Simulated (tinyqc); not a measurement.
p-n diode, drift-diffusion by the Gummel loop with Scharfetter-Gummel fluxes: two steps of the calculation.

Abrupt junction at x = 0, p side from -Lp, n side to Ln, ohmic contacts. psi is counted from the intrinsic level; n = ni exp((psi - phin)/Vt), p = ni exp((phip - psi)/Vt). Contacts: p side psi = V - Vt ln(Na/ni), p = Na, n = ni^2/Na; n side psi = Vt ln(Nd/ni), n = Nd, p = ni^2/Nd. Constant mobilities, D = mu Vt, Boltzmann statistics, SRH recombination through a mid-gap level, U = (n p - ni^2)/(tp (n + ni) + tn (p + ni)). Current is positive from the p contact to the n contact.

Values chosen for this exercise; band and dielectric values those of a made-up semiconductor: temperature T = 275 K; relative permittivity eps_r = 14.3; acceptor density of the p side Na = 3.2e16 cm^-3; donor density of the n side Nd = 5.5e15 cm^-3; hole mobility mup = 310 cm^2/(V s); SRH lifetime of electrons tn = 2e-9 s; SRH lifetime of holes tp = 2e-10 s; uniform generation rate G = 0 cm^-3 s^-1; bias of the p contact V = 0.29 V.

Constants: q = 1.602176634e-19 C, kB = 1.380649e-23 J/K, Vt = kB T/q, eps0 = 8.8541878128e-14 F/cm where lengths are in cm. Results are converted to the units shown.

Question 1. Poisson equation. With phin and phip held, solve a_i (psi_(i+1) - psi_i) - a_(i-1) (psi_i - psi_(i-1)) + q w_i (p_i - n_i + C_i) = 0 for the inner nodes by Newton steps to convergence; a_i = eps0 eps_r/h_i, h_i = x_(i+1) - x_i, w_i = (h_(i-1) + h_i)/2, C = -Na or +Nd.

```
node  x (nm)  phin at the start (V)  phip at the start (V)
0      -2200                   0.29                   0.29
1      -1370                      0                   0.29
2       -836                      0                   0.29
3       -490                      0                   0.29
4       -267                      0                   0.29
5       -123                      0                   0.29
6        -30                      0                   0.29
7         30                      0                   0.29
8        141                      0                   0.29
9        346                      0                   0.29
10       724                      0                   0.29
11      1420                      0                   0.29
12      2710                      0                   0.29
13      5100                      0                      0
```

ni = 9.7708948e9 cm^-3

Find: psi; n after Poisson; p after Poisson.

Answer 1.

```
node   psi (V)  n after Poisson (cm^-3)  p after Poisson (cm^-3)
0     -0.06551                   2983.4                3.2000e16
1     -0.06551                 6.1574e8                3.2000e16
2     -0.06551                 6.1574e8                3.2000e16
3     -0.06551                 6.1574e8                3.2000e16
4     -0.06549                 6.1631e8                3.1970e16
5     -0.06447                 6.4337e8                3.0626e16
6     -0.04464                 1.4851e9                1.3267e16
7      0.07695                2.5125e11                7.8423e13
8      0.23490                1.9718e14                9.9928e10
9      0.30927                4.5482e15                 4.3321e9
10     0.31370                5.4829e15                 3.5936e9
11     0.31378                5.4999e15                 3.5825e9
12     0.31378                5.5000e15                 3.5825e9
13     0.31378                5.5000e15                    17358
```

Question 2. Hole continuity. With psi and the new n held, F_i = (mup Vt/h_i) [p_(i+1) B(-d_i) - p_i B(d_i)], d_i = (psi_(i+1) - psi_i)/Vt, B(d) = d/(exp(d) - 1); solve F_i - F_(i-1) = w_i [(n_i p_i - ni^2)/den_i - G] for the new p, with den = tp (n + ni) + tn (p + ni) taken at the new n and the old p, h_i = x_(i+1) - x_i, w_i = (h_(i-1) + h_i)/2; phip = psi + Vt ln(p/ni).

```
node  x (nm)      psi (V)  new n (cm^-3)  p after Poisson (cm^-3)
0      -2200  -0.06550856      2983.4495                   3.2e16
1      -1370  -0.06550856    2.0490108e8             3.2000001e16
2       -836  -0.06550856    3.5365662e8             3.2000000e16
3       -490  -0.06550836    4.6225961e8             3.1999728e16
4       -267  -0.06548632    5.3937227e8             3.1969979e16
5       -123  -0.06446825    6.1692545e8             3.0625608e16
6        -30  -0.04464448    1.4797454e9             1.3267375e16
7         30   0.07694709   2.5114345e11             7.8422622e13
8        141   0.23490200   1.9716463e14             9.9927720e10
9        346   0.30927445   4.5479821e15              4.3321338e9
10       724   0.31370353   5.4826401e15              3.5936213e9
11      1420   0.31377692   5.4996773e15              3.5825106e9
12      2710   0.31377728   5.4998334e15              3.5824562e9
13      5100   0.31377726         5.5e15                17358.252
```

ni = 9.7708948e9 cm^-3

Wanted: new p; phip after round 1.

Answer 2.

```
node  new p (cm^-3)  phip after round 1 (V)
0         3.2000e16                 0.29000
1         3.2000e16                 0.29000
2         3.2000e16                 0.29000
3         3.2000e16                 0.29000
4         3.1970e16                 0.29000
5         3.0625e16                 0.29000
6         1.3267e16                 0.29000
7         7.8420e13                 0.29000
8         9.7980e10                 0.28953
9          3.4871e9                 0.28486
10         1.0814e9                 0.26154
11         1.7376e8                 0.21829
12         9.8362e6                 0.15024
13            17358                 0.00000
```

Numbers from tinyqc (`OMP_NUM_THREADS=1 python tinyqc.py 2240160 2240161 out.jsonl`; about 0.2 s on one thread of a shared Intel Xeon 2.30GHz).
